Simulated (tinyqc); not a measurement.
# Changing the interface energy gamma

Model: classical nucleation, growth and JMAK kinetics of crystallisation from a melt or glass. Computed by tinyqc, a small Python program. Command: `OMP_NUM_THREADS=1 python tinyqc.py 3008811 3008812 out.jsonl nucl sweep`. One thread of a shared host (Intel(R) Xeon(R) Processor @ 2.30GHz), about 0.01 s of CPU time with the checks.

A spherical nucleus with a sharp interface of isotropic energy gamma; lambda = Omega^(1/3) is the jump distance.

Inputs (values chosen for the exercise, for a model substance):

| quantity | value | unit |
|---|---|---|
| melting point T_m | 1020 | K |
| heat of melting per volume H | 1060 | J/cm^3 |
| atomic volume Omega | 31.2 | angstrom^3 |
| temperature T | 812 | K |
| diffusion prefactor D0 | 2.1e-06 | m^2/s |
| activation energy Q | 1.8 | eV |

Nucleation: homogeneous. Driving force: Thompson-Spaepen.

Constants: e = 1.602176634e-19 C; k_B = 1.380649e-23 J/K; k_B = 8.617333262e-05 eV/K.

Method:
- Driving force per volume: dG = H [(T_m - T)/T_m] [2 T/(T_m + T)].
- Shape factor f = 1.
- W(r) = f [4 pi r^2 gamma - (4/3) pi r^3 dG]; r* = 2 gamma/dG; W* = f 16 pi gamma^3/(3 dG^2); n* = f (4/3) pi r*^3/Omega.
- D = D0 exp(-Q/(k_B T)); attachment rate k+ = (A*/lambda^2) D/lambda^2 with A* = 4 pi r*^2; Zeldovich factor Z = sqrt(W*/(3 pi k_B T))/n*; sites per volume N = 1/Omega; I = N Z k+ exp(-W*/(k_B T)); lag time = 1/(4 pi Z^2 k+).
- Growth (Wilson-Frenkel): u = (D/lambda) [1 - exp(-dG Omega/(k_B T))].
- JMAK with steady nucleation and growth, nuclei spread at random: extended fraction X_e = (pi/3) I u^3 t^4, X = 1 - exp(-X_e); t_X = [-3 ln(1 - X)/(pi I u^3)]^(1/4); final grains per volume = Gamma(5/4) (3/pi)^(1/4) (I/u)^(3/4), Gamma(5/4) = 0.9064024771.
- The nose is the T between 0.3 and 0.97 T_m where I u^3 is largest; the time is for X = 1e-6, and the critical cooling rate is estimated as (T_m - T_nose)/t_nose.

One run for each value:

| interface energy gamma (J/m^2) | barrier W* (eV) | nucleation rate I (1/(m^3 s)) | nose temperature (K) | critical cooling rate (K/s) |
|---|---|---|---|---|
| 0.0931 | 2.2984 | 4.5019e+16 | 768.85 | 3.2751e+02 |
| 0.1050 | 3.2972 | 3.0223e+10 | 744.73 | 2.7474e+01 |
| 0.1160 | 4.4458 | 2.3601e+03 | 724.07 | 2.0196e+00 |
| 0.1270 | 5.8343 | 5.9536e-06 | 705.03 | 1.0573e-01 |
| 0.1390 | 7.6493 | 3.3829e-17 | 686.13 | 2.7590e-03 |

What does the table show, and why?

Over the rows, barrier W* (eV) rises from 2.30 to 7.65 (exponent d ln y / d ln x about 3.0 throughout); nucleation rate I (1/(m^3 s)) falls from 4.50e16 to 3.38e-17 (exponent d ln y / d ln x -120 between the first rows and -290 between the last); nose temperature (K) falls from 769 to 686 (exponent d ln y / d ln x -0.27 between the first rows and -0.30 between the last). The exponent of barrier W* stays at 3: W* goes as gamma^3. Across a change of gamma by a factor 1.49 the rate falls by 33.1 decades, because W* enters the exponent as gamma^3; this is why measured rates fix gamma well and computed gamma fixes rates badly. Left out: 0.150, 0.162, 0.173 (the barrier is out of all reach).

Extremes, crossings and ranges named in words are read from the listed rows.
